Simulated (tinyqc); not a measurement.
Gate-all-around wire with two subbands, quantum capacitance: effect of the gate voltage.

phi is the Fermi level above the lowest subband edge, in volts; Vg is counted from the gate voltage at which an empty wire would have phi = 0. Both directions of motion are filled (equilibrium).

N1 = gv sqrt(2 md m0 kB T/(pi hbar^2)); n1 = N1 F(phi/Vt), n2 = g2 N1 F((phi - E2)/Vt), n = n1 + n2, F(e) = (1/sqrt(pi)) int_0^infinity u^(-1/2) du/(1 + exp(u - e)); Cq = q dn/dphi = (q N1/Vt) [F'(phi/Vt) + g2 F'((phi - E2)/Vt)]. Cox = 2 pi eps0 eox/ln(1 + tox/rw) per length; Vg = phi + q n/Cox. 1/C_G = 1/Cox + 1/(Cq); dphi/dVg = Cox/(Cox + Cq).

Values chosen for this exercise: temperature T = 300 K; relative permittivity of the gate insulator (close to aluminium oxide) eox = 9.06; insulator thickness tox = 4.4 nm; mass along the wire md = 0.06 m0; valley degeneracy gv = 1; second subband above the first E2 = 0.15 eV; orbital degeneracy of the second subband g2 = 2; radius of the wire rw = 2.2 nm.

Constants: q = 1.602176634e-19 C, kB = 1.380649e-23 J/K, hbar = 1.054571817e-34 J s, m0 = 9.1093837015e-31 kg, Vt = kB T/q, eps0 = 8.8541878128e-14 F/cm where lengths are in cm. Results are converted to the units shown.

The same in every row: Cox (pF/cm) = 4.5879.

Result of one run:
```
Vg (V),phi (V),n (cm^-1),Cq (pF/cm),C_G (pF/cm),dphi/dVg,share of the second band (%)
1.2,0.60643,1.6997e7,2.7261,1.7100,0.62728,63.425
```

What becomes of these results when the gate voltage Vg is changed from 1.2 to 0.8 V, all else the same?

Result of the changed run:
```
Vg (V),phi (V),n (cm^-1),Cq (pF/cm),C_G (pF/cm),dphi/dVg,share of the second band (%)
0.8,0.37029,1.2305e7,3.8415,2.0908,0.54427,60.573
```

The whole series:
```
Vg (V),phi (V),n (cm^-1),Cq (pF/cm),C_G (pF/cm),dphi/dVg,share of the second band (%)
-0.2,-0.20002,499.60,0.0030953,0.0030932,0.99933,0.60070
0,-0.015890,4.5501e5,2.1035,1.4422,0.68564,0.81652
0.2,0.10230,2.7975e6,3.9960,2.1358,0.53448,11.588
0.4,0.18570,6.1366e6,7.7828,2.8864,0.37087,44.399
0.6,0.26851,9.4923e6,5.2499,2.4483,0.46636,56.563
0.8,0.37029,1.2305e7,3.8415,2.0908,0.54427,60.573
1,0.48428,1.4768e7,3.1544,1.8692,0.59258,62.398
1.2,0.60643,1.6997e7,2.7261,1.7100,0.62728,63.425
1.4,0.73468,1.9052e7,2.4259,1.5868,0.65412,64.076
1.6,0.86774,2.0969e7,2.2011,1.4875,0.67578,64.522
```

As Vg goes from -0.2 to 1.6, Cq goes from 0.00310 through a maximum of 7.78 (at Vg = 0.4 among the rows listed) to 2.20 pF/cm, C_G/Cox goes from 6.74e-4 through a maximum of 0.629 (at Vg = 0.4 among the rows listed) to 0.324 and n rises from 500 to 2.10e7 cm^-1. Cq is below Cox for Vg = -0.2, 0, 0.2, 0.8, 1, 1.2, 1.4, 1.6; there the density of states limits the response dn/dVg more than the insulator does. The peak of Cq mirrors the inverse-square-root peak of the density of states at a subband edge. For Vg = 0.8, 1, 1.2, 1.4, 1.6 phi exceeds 0.3 V, where non-parabolicity and further bands matter for so light a mass.

tinyqc, about 0.01 s, one thread, Intel Xeon 2.30GHz (shared host): `OMP_NUM_THREADS=1 python tinyqc.py 2200138 2200139 out.jsonl`
